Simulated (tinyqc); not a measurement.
Deal-Grove kinetics of thermal oxidation of silicon: one step, computed by the program tinyqc. Command: `OMP_NUM_THREADS=1 python tinyqc.py 3016716 3016717 out.jsonl oxide walk`. One thread of a shared host (Intel(R) Xeon(R) Processor @ 2.30GHz), about 0.03 s of CPU time with the checks.

Oxidant diffuses through the oxide and reacts at the interface, so that dx/dt = B/(A + 2x) for the oxide thickness x.

Task: Rate constants. B = B0 p exp(-E_B/(k_B T)), B/A = (B/A)0 p^m exp(-E_A/(k_B T)), p in atm; A = B/(B/A). Temperatures in kelvin are T(C) + 273.15.

Inputs (values chosen for the exercise, close to those used for silicon):

| quantity | value | unit |
|---|---|---|
| prefactor B0 | 419 | um^2/h |
| activation energy E_B | 0.781 | eV |
| prefactor (B/A)0 | 1.79e+08 | um/h |
| activation energy E_A | 2.04 | eV |
| temperature T | 1050 | C |
| oxidant pressure p | 1 | atm |
| pressure exponent m of B/A | 1 | - |

Ambient: steam. Surface: (111).

Constants: k_B = 8.617333262e-05 eV/K.

Give: parabolic constant B; linear constant B/A; length A.

Result:

parabolic constant B = 0.44406 um^2/h

linear constant B/A = 3.0384 um/h

length A = 0.14615 um

Reaction at the interface limits growth while x is well below A/2 = 0.0731 um, diffusion once x is well above it.
